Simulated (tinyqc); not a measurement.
Four-band model of biased bilayer graphene near K, step by step. Values are carried at full precision from step to step, so a last printed digit may differ when a step is redone from the rounded ones.

Constants: hbar^2/2m0 = 3.80998211 eV angstrom^2.

Inputs chosen for the exercise (near those used for Bernal bilayer graphene; shifted at random, so the results belong to these values and not to a real crystal):
```
symbol  value           unit        meaning
a       2.46            angstrom    lattice constant
g0      2.99            eV          hopping in a layer
g1      0.364           eV          hopping of the dimer sites
g3      0               eV          skew hopping A1-B2
g4      0               eV          skew hopping A1-A2
U       0.22            eV          potential difference of the layers
k       (0.029, 0.029)  1/angstrom  wave vector from K
```

## Velocities and mass

v_j = (sqrt3/2) a g_j; low-energy mass m/m0 = c g1/v0^2 with c = hbar^2/2m0; crossover wave vector g1/(2 v0).

v0, v3, v4 (eV angstrom): 6.3700  0.0000  0.0000

mass = 0.03418 m0
crossover = 0.02857 1/angstrom

## H at one k

Basis A1, B1, A2, B2, with B1 below A2; p = kx + i ky, v_j = (sqrt3/2) a g_j. Diagonal -U/2, -U/2, U/2, U/2; <A1|B1> = <A2|B2> = v0 p*, <B1|A2> = g1, <A1|B2> = v3 p, <A1|A2> = <B1|B2> = -v4 p*.

Fill in the matrix.

H (eV):
```
,A1,B1,A2,B2
A1,-0.1100,0.1847-0.1847i,0,0
B1,0.1847+0.1847i,-0.1100,0.3640,0
A2,0,0.3640,0.1100,0.1847-0.1847i
B2,0,0,0.1847+0.1847i,0.1100
```

## Levels and layer polarisation

Diagonalise; the weight on layer 1 is that of A1 and B1.

levels (eV): -0.5253  -0.1313  0.1313  0.5253

weights:
```
,band 1,band 2,band 3,band 4
A1,0.203,0.474,0.282,0.041
B1,0.512,0.003,0.241,0.244
A2,0.244,0.241,0.003,0.512
B2,0.041,0.282,0.474,0.203
```

weight on layer 1: 0.715  0.477  0.523  0.285

Band 2 has 48 % of its weight on layer 1, the layer of lower potential, and band 3 has 52 %; the dimer sites hold 24 % of band 3. The filled band leans to the upper layer here: at larger k the middle bands approach two displaced cones, each still mixed over both layers by g1, and the top filled one leans to the upper layer.

## The Mexican hat (g3 = g4 = 0)

At K the levels are -/+ U/2 and -/+ sqrt(g1^2 + U^2/4). The smallest gap, U g1/sqrt(U^2 + g1^2), lies on a ring of radius kg = (U/2 v0) sqrt((2 g1^2 + U^2)/(g1^2 + U^2)), v0 = (sqrt3/2) a g0; the height of the hat is U/2 less half that gap.

gap = 0.1883 eV
kg = 0.02273 1/angstrom
height of the hat = 15.86 meV

## Checks

- Gap on the ring from the formula against the matrix: both 0.188282.

Run: tinyqc, `OMP_NUM_THREADS=1 python tinyqc.py 1451429 1451430 out.jsonl`; Intel(R) Xeon(R) Processor @ 2.30GHz, one thread, shared host; about 0.03 s of CPU time with all checks.
